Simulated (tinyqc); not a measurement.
# Changing the silane pressure p_S

Model: microkinetic model of low-temperature epitaxy from hydride gases: adsorption, hydrogen desorption and rate control. Computed by tinyqc, a small Python program. Command: `OMP_NUM_THREADS=1 python tinyqc.py 3028581 3028582 out.jsonl hepi sweep`. One thread of a shared host (Intel(R) Xeon(R) Processor @ 2.30GHz), about 0.04 s of CPU time with the checks.

Each hydride molecule needs two free sites and leaves four hydrogen atoms, of which two leave at once as H2; theta is the hydrogen coverage, the site density is 6.78 per nm^2 and one layer is 1.358 angstrom thick.

Inputs (values chosen for the exercise, close to those used for silane and germane, with second-order desorption as on Si(111) but the site density of Si(001)):

| quantity | value | unit |
|---|---|---|
| sticking prefactor of silane s0 | 0.053 | - |
| adsorption barrier E_s | 0.12 | eV |
| desorption prefactor nu_d | 1.8e+12 | 1/s |
| desorption energy on silicon E_d | 1.99 | eV |
| hydrogen carrier pressure p_H | 0 | Pa |
| sticking of hydrogen s_H | 8.6e-07 | - |
| temperature T | 740 | C |
| germane pressure p_G | 0.022 | Pa |
| sticking ratio of germane to silane r_G | 3.3 | - |
| lowering of E_d per unit germanium fraction, dE | 0.33 | eV |

Film: silicon-germanium. Order of hydrogen desorption: second.

Constants: k_B = 8.617333262e-05 eV/K; u = 1.6605390666e-27 kg; k_B = 1.380649e-23 J/K.

Method:
- Flux per site F = p/(sqrt(2 pi M k_B T) x 6.78e18 per m^2), M = 32.12 u (silane), 76.63 u (germane), 2.016 u (hydrogen); s = s0 exp(-E_s/(k_B T)); k_S = s F_S, k_G = r_G s F_G; germanium fraction x = k_G/(k_S + k_G); k = k_S + k_G; k_H = s_H F_H; k_d = nu_d exp(-(E_d - dE x)/(k_B T)).
- Temperatures in kelvin are T(C) + 273.15.
- With k the hydride and k_H the hydrogen adsorption rate on free pairs and k_d the desorption rate, steady state: 2 (k + k_H)(1 - theta)^2 = k_d theta^2; growth rate R = k (1 - theta)^2 layers/s; 1 layer/s = 8.148 nm/min.
- With c = 2 (k + k_H)/k_d the free share is 1 - theta = 1/(1 + sqrt(c)).
- X_i = d ln R/d ln k_i at fixed other constants. With f = 1 - theta and a = 2/f + 2/theta: d ln f/d ln k_d = 1/(a f), so X_d = 2/(a f), X_k = 1 - X_d k/(k + k_H), X_H = -X_d k_H/(k + k_H); they sum to 1.

One run for each value:

| silane pressure p_S (Pa) | growth rate G (nm/min) | hydrogen coverage theta | X_d (desorption) |
|---|---|---|---|
| 0.001 | 10.91 | 0.01707 | 0.01707 |
| 0.003 | 11.33 | 0.01873 | 0.01873 |
| 0.01 | 12.76 | 0.02472 | 0.02472 |
| 0.03 | 16.62 | 0.04228 | 0.04228 |
| 0.1 | 28.30 | 0.09557 | 0.09557 |
| 0.3 | 53.98 | 0.18698 | 0.18698 |
| 1 | 113.40 | 0.32159 | 0.32159 |
| 3 | 208.39 | 0.46092 | 0.46092 |
| 10 | 354.00 | 0.61307 | 0.61307 |
| 30 | 501.18 | 0.73377 | 0.73377 |

What does the table show?

Over the rows, growth rate G (nm/min) rises from 10.9 to 501 (exponent d ln y / d ln x 0.034 between the first rows and 0.32 between the last); hydrogen coverage theta rises from 0.0171 to 0.734 (exponent d ln y / d ln x 0.084 between the first rows and 0.16 between the last); X_d (desorption) rises from 0.0171 to 0.734 (exponent d ln y / d ln x 0.084 between the first rows and 0.16 between the last).

Caution (rows 0.00100, 0.00300, 0.0100, 0.0300, 0.100): layer thickness and site density of silicon are kept, and strain and surface segregation of germanium are ignored, which matters at this fraction. Caution (rows 10.0, 30.0): at such rates gas-phase transport and depletion, left out here, would limit growth.
